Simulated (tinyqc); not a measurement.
Temperature: two-band k.p model of the X valleys of a zinc-blende crystal.

k along the valley axis, counted from X, c = hbar^2/2m0, e = c k^2/ml. H = [[e - D/2, i P k], [-i P k, e + D/2]] with P^2 = D0 c/ml, so E = e -/+ sqrt(D^2/4 + D0 e). For D = 0 (diamond lattice) the bands cross at X.

With x = D/D0: for x < 1 the minima lie at k_m = sqrt(ml D0 (1 - x^2)/(4 c)), the hump at X has the height dE = (D0/4)(1 - x)^2 and the mass at the minimum is ml/(1 - x^2); the mass at X is ml/(1 - 1/x), negative for x < 1. For x > 1 the minimum is at X.

Thermal masses along the axis for one X point, lower band, E from the minimum, on 1601 points from -0.8 to 0.8 1/angstrom: density-of-states mass m_d = c I^2/(pi kT), I = integral of exp(-E/kT) dk; conductivity mass m_c = 2 c kT/<(dE/dk)^2> with central differences.

Constants: hbar^2/2m0 = 3.80998211 eV angstrom^2; kB = 8.617333262e-05 eV/K.

Inputs chosen for the exercise (out of a larger set: of the order of those of cubic SiC; not measured data): D = 3.19 eV (splitting of the two conduction levels at X); D0 = 1.086 eV (coupling energy); ml = 0.416 m0 (mass along the axis from remote bands).

Thermal masses against T.

Results:

| T (K) | kT (meV) | m_d | m_c |
|---|---|---|---|
| 10 | 0.86 | 0.631 | 0.631 |
| 20 | 1.72 | 0.631 | 0.630 |
| 50 | 4.31 | 0.630 | 0.630 |
| 100 | 8.62 | 0.630 | 0.629 |
| 200 | 17.23 | 0.629 | 0.628 |
| 300 | 25.85 | 0.629 | 0.627 |
| 500 | 43.09 | 0.627 | 0.624 |

m_d goes from 0.631 to 0.627 and m_c goes from 0.631 to 0.624. Both start from the edge mass 0.631 and tend to ml = 0.416 for kT far above D0. 

Program tinyqc; command `OMP_NUM_THREADS=1 python tinyqc.py 1880128 1880129 out.jsonl`; about 0.01 s on one thread of a shared Intel(R) Xeon(R) Processor @ 2.30GHz.
